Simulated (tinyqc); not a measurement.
Inside a calculation (part 2 of 2). Method: RHF in the 3-21g basis, for H3+, spin multiplicity 1. Computed by tinyqc, a small Python program that keeps every step (integrals from PySCF). Command: `OMP_NUM_THREADS=1 python tinyqc.py 27890 27891 out.jsonl` (the two numbers bound the seeds that draw the settings). One thread of a shared host (Intel(R) Xeon(R) Processor @ 2.60GHz), about 0.04 s of CPU time with the checks.

Geometry (angstrom):

| atom | x | y | z |
|---|---|---|---|
| H | 0.000000 | 0.000000 | 0.000000 |
| H | 0.000000 | 0.000000 | 1.178000 |
| H | 0.000000 | 1.168000 | 0.160000 |

## Iteration 8 (converged): orbitals

converged F (hartree):
```
           1H 1s      1H 2s      2H 1s      2H 2s      3H 1s      3H 2s
1H 1s  -0.190773  -0.671449  -0.331362  -0.473467  -0.330788  -0.473097
1H 2s  -0.671449  -0.711799  -0.452135  -0.597289  -0.451701  -0.596981
2H 1s  -0.331362  -0.452135  -0.141950  -0.596940  -0.164089  -0.328290
2H 2s  -0.473467  -0.597289  -0.596940  -0.618878  -0.328218  -0.486198
3H 1s  -0.330788  -0.451701  -0.164089  -0.328218  -0.141846  -0.596734
3H 2s  -0.473097  -0.596981  -0.328290  -0.486198  -0.596734  -0.618650
```

X:
```
               1          2          3          4          5         6
1H 1s  -0.810670   0.000884   0.761569   0.738603  -0.000732  0.205755
1H 2s   1.779895  -0.001430  -0.496392   0.296451  -0.000323  0.301273
2H 1s   0.351455   0.772575   0.779350  -0.394595  -0.526601  0.176213
2H 2s  -0.915347  -1.205885  -0.522230  -0.190472  -0.337265  0.269826
3H 1s   0.349980  -0.773422   0.779404  -0.392993   0.527487  0.176095
3H 2s  -0.912110   1.207512  -0.522090  -0.189655   0.337973  0.269716
```

Diagonalise F' = X^T F X, C = X C', fill 1 alpha and 1 beta electrons from the bottom; D = 2 C_occ C_occ^T. Each column has its largest component positive (the first on a tie).

F' = X^T F X (hartree):
```
           1          2          3          4          5          6
1   0.553164   0.000097  -0.027627  -0.447257   0.000056   0.006072
2   0.000097   0.642567  -0.000030  -0.000124  -0.327538  -0.000044
3  -0.027627  -0.000030   0.800289  -0.039676   0.000091  -0.073649
4  -0.447257  -0.000124  -0.039676   0.084195  -0.000019  -0.019856
5   0.000056  -0.327538   0.000091  -0.000019  -0.209061   0.000042
6   0.006072  -0.000044  -0.073649  -0.019856   0.000042  -0.954735
```

orbital energies (hartree): MO1 -0.958278, MO2 -0.320460, MO3 -0.188278, MO4 0.753966, MO5 0.804921, MO6 0.824548

coefficients C:
```
            MO1        MO2        MO3        MO4        MO5        MO6
1H 1s  0.251416  -0.000347   0.242835   0.003508   0.518635  -1.197444
1H 2s  0.292275  -0.000817   1.143723  -0.004132  -0.287053   1.455039
2H 1s  0.201538  -0.249878  -0.122533   0.900834   0.861066   0.347615
2H 2s  0.240170  -0.707502  -0.666878  -1.032329  -0.624263  -0.573760
3H 1s  0.201368   0.250261  -0.122042  -0.902232   0.861717   0.342318
3H 2s  0.240107   0.708882  -0.664395   1.035098  -0.624789  -0.567603
```

D after iteration 8:
```
          1H 1s     1H 2s     2H 1s     2H 2s     3H 1s     3H 2s
1H 1s  0.126420  0.146965  0.101339  0.120765  0.101254  0.120733
1H 2s  0.146965  0.170850  0.117809  0.140392  0.117710  0.140355
2H 1s  0.101339  0.117809  0.081235  0.096807  0.081166  0.096781
2H 2s  0.120765  0.140392  0.096807  0.115363  0.096725  0.115333
3H 1s  0.101254  0.117710  0.081166  0.096725  0.081098  0.096700
3H 2s  0.120733  0.140355  0.096781  0.115333  0.096700  0.115303
```

## Convergence

Stop when the energy changes by less than 1e-10 hartree and every element of the error matrix X^T (F D S - S D F) X is below 3e-06.

Course of the cycle:

| iteration | E (hartree) | change | largest element of the error matrix |
|---|---|---|---|
| 1 | -1.16899498 | - | 1.86e-01 |
| 2 | -1.19077638 | -2.18e-02 | 2.67e-02 |
| 3 | -1.19108569 | -3.09e-04 | 4.04e-03 |
| 4 | -1.19109221 | -6.52e-06 | 6.23e-04 |
| 5 | -1.19109238 | -1.64e-07 | 9.68e-05 |
| 6 | -1.19109238 | -4.63e-09 | 1.51e-05 |
| 7 | -1.19109238 | -1.46e-10 | 2.62e-06 |
| 8 | -1.19109238 | -5.08e-12 | 5.64e-07 |

PySCF RHF in the same basis = -1.19109238 hartree

Converged in 8 iterations.

## Populations, bond orders and dipole

overlap S:
```
          1H 1s     1H 2s     2H 1s     2H 2s     3H 1s     3H 2s
1H 1s  1.000000  0.645899  0.110621  0.305319  0.110262  0.304967
1H 2s  0.645899  1.000000  0.305319  0.635143  0.304967  0.634699
2H 1s  0.110621  0.305319  1.000000  0.645899  0.024223  0.176790
2H 2s  0.305319  0.635143  0.645899  1.000000  0.176790  0.456025
3H 1s  0.110262  0.304967  0.024223  0.176790  1.000000  0.645899
3H 2s  0.304967  0.634699  0.176790  0.456025  0.645899  1.000000
```

Mulliken: Z minus the diagonal of D S on the atom; Loewdin: the same with S^(1/2) D S^(1/2); Mayer order: 2 sum_s sum (D(s) S)_ij (D(s) S)_ji over the two atoms.

Charges (e):

| atom | Mulliken | Loewdin |
|---|---|---|
| 1H | 0.166697 | 0.177101 |
| 2H | 0.416356 | 0.411139 |
| 3H | 0.416947 | 0.411760 |

Mayer bond orders:

| pair | order |
|---|---|
| 2-1 | 0.486352 |
| 3-1 | 0.485860 |
| 3-2 | 0.340295 |

dipole moment about the origin, x y z (debye): 0.000000  2.342531  2.679993
